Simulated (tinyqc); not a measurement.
## Single-photon avalanche diode, trigger probability and counting: effect of the excess bias

A multiplication layer of width W with the uniform field V/W; alpha = an exp(-bn/E) for electrons, beta = ap exp(-bp/E) for holes (local model, no dead space). a = alpha W, b = beta W. Electrons enter at x = 0, holes at x = W. P0 is the probability that an electron entering at 0 starts a lasting avalanche, PW the same for a hole entering at W.

Breakdown: ln(a/b) = a - b with a not equal to b. Above it PW/(1 - PW) = [P0/(1 - P0)] exp(b - a) and b ln(1 - P0) = a ln(1 - PW); the mean over pairs made evenly in the layer is Pm = ln[(1 - PW)/(1 - P0)]/(a - b). PDP = eta P0; dark counts Gd Pm; avalanche charge Cd Vx/q; afterpulse probability pa (Cd Vx/q) exp(-td/tt) Pm; true rate n = nph PDP + dark counts; measured n/(1 + n td) (non-paralysable) or n exp(-n td) (paralysable); recharge time Rq Cd.

Inputs (values chosen for the exercise); ionisation coefficients close to those of silicon: electron prefactor an = 7.04e5 1/cm; electron field bn = 1.21 MV/cm; hole prefactor ap = 1.54e6 1/cm; hole field bp = 1.98 MV/cm; width of the multiplication layer W = 0.3 um; probability that a photon makes a pair that enters the layer eta = 0.62; thermal generation rate in the layer Gd = 8700 1/s; dead time td = 50 ns; diode capacitance Cd = 35 fF; quench resistance Rq = 100 kohm; trapping probability per avalanche carrier pa = 2.3e-8; trap release time tt = 24 ns; photon rate nph = 9.1e6 1/s.

Constants: q = 1.602176634e-19 C. Results are converted to the units shown.

Result of one run:

| Vx (V) | Vx/VB (%) | P0 | PW | Pm | PDP | dark counts (1/s) | afterpulse (%) |
|---|---|---|---|---|---|---|---|
| 1.4 | 10.17 | 0.6035 | 0.3569 | 0.4793 | 0.3742 | 4170 | 0.04198 |

What becomes of these results when the excess bias Vx is changed from 1.4 to 0.55 V, all else the same?

Result of the changed run:

| Vx (V) | Vx/VB (%) | P0 | PW | Pm | PDP | dark counts (1/s) | afterpulse (%) |
|---|---|---|---|---|---|---|---|
| 0.55 | 3.994 | 0.3209 | 0.1553 | 0.2311 | 0.1990 | 2011 | 0.007953 |

The whole series:

| Vx (V) | Vx/VB (%) | P0 | PW | Pm | PDP | dark counts (1/s) | afterpulse (%) |
|---|---|---|---|---|---|---|---|
| 0.14 | 1.017 | 0.09686 | 0.04147 | 0.06556 | 0.06005 | 570.4 | 5.743e-4 |
| 0.22 | 1.598 | 0.1470 | 0.06456 | 0.1008 | 0.09115 | 877.2 | 0.001388 |
| 0.35 | 2.542 | 0.2214 | 0.1012 | 0.1549 | 0.1373 | 1348 | 0.003393 |
| 0.55 | 3.994 | 0.3209 | 0.1553 | 0.2311 | 0.1990 | 2011 | 0.007953 |
| 0.87 | 6.318 | 0.4497 | 0.2364 | 0.3375 | 0.2788 | 2936 | 0.01837 |
| 1.4 | 10.17 | 0.6035 | 0.3569 | 0.4793 | 0.3742 | 4170 | 0.04198 |
| 2.2 | 15.98 | 0.7482 | 0.5085 | 0.6340 | 0.4639 | 5516 | 0.08726 |
| 3.5 | 25.42 | 0.8695 | 0.6895 | 0.7889 | 0.5391 | 6863 | 0.1727 |
| 5.5 | 39.94 | 0.9455 | 0.8533 | 0.9061 | 0.5862 | 7883 | 0.3118 |

VB is 13.77 V. P0 rises from 0.0969 to 0.945 and PW rises from 0.0415 to 0.853; P0 goes as Vx^(0.92) at the start and Vx^(0.19) at the end. Electrons trigger better in every row. The afterpulse probability keeps growing, as Vx^(1.31) at the end, because the avalanche charge grows with Vx. For Vx = 3.5, 5.5 the excess bias passes a quarter of VB, where tunnelling adds dark counts that are left out here.

Computed by the program tinyqc: `OMP_NUM_THREADS=1 python tinyqc.py 2630002 2630003 out.jsonl`, one thread of a shared Intel Xeon 2.30GHz, about 0.01 s for the whole run.
